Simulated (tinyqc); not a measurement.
Splitting against the electric field: valley splitting in a one-orbital chain of atomic planes (second-neighbour model).

Each (001) plane carries one orbital with energy e0, hopping v to the next plane and u to the second: E(phi) = e0 + 2 v cos(phi) + 2 u cos(2 phi), where phi = pi - k a/4 (the sign of every second orbital is chosen so that v > 0, which shifts the phase by pi). The minimum lies at cos(phi0) = -v/(4u), phi0 = pi - (pi/2) k0 for a valley at k0 (2 pi/a), and e0 puts it at zero. A slab of N planes has hard walls: the matrix simply ends.

Inputs chosen for the exercise (out of a larger set: near those of the Delta valleys of silicon; abrupt walls in this chain split the valleys several times more than measured wells; not measured data): a = 5.437 angstrom (lattice constant; planes lie a/4 apart); Nf = 80 (planes in the thick slab).

u = 0.631008 eV
v = 0.685124 eV
e0 = 1.447986 eV

A thick slab in a field F: plane j = 0, 1, ... gains the energy F j a/4 (1 MV/m = 1e-4 V/angstrom), which presses the electron against the first wall. The exponent is the slope of ln(splitting) against ln F between 20 and 50 MV/m.

Doublet:
```
F (MV/m)  mean level (meV)  splitting (meV)  splitting/F (meV per MV/m)
1                     8.41           0.1645                      0.1645
2                    12.71           0.2899                      0.1449
5                    22.95           0.7068                      0.1414
10                   35.99           1.4135                      0.1414
20                   56.24           2.8285                      0.1414
30                   72.87           4.2448                      0.1415
50                  100.71           7.0803                      0.1416
```

exponent = 1.00

The splitting goes from 0.1645 to 7.0803 meV. At high field it grows as F^1.00: at a single hard wall it follows the squared slope of the envelope, which is proportional to F, while the level itself grows about as F^(2/3) (here F^0.64). A hard wall is the sharpest interface possible; real Si interfaces split several times less. At the lowest fields the second wall still interferes, so the last column is not yet constant.

tinyqc: `OMP_NUM_THREADS=1 python tinyqc.py 1450673 1450674 out.jsonl`; about 0.01 s, one thread, shared Intel(R) Xeon(R) Processor @ 2.30GHz.
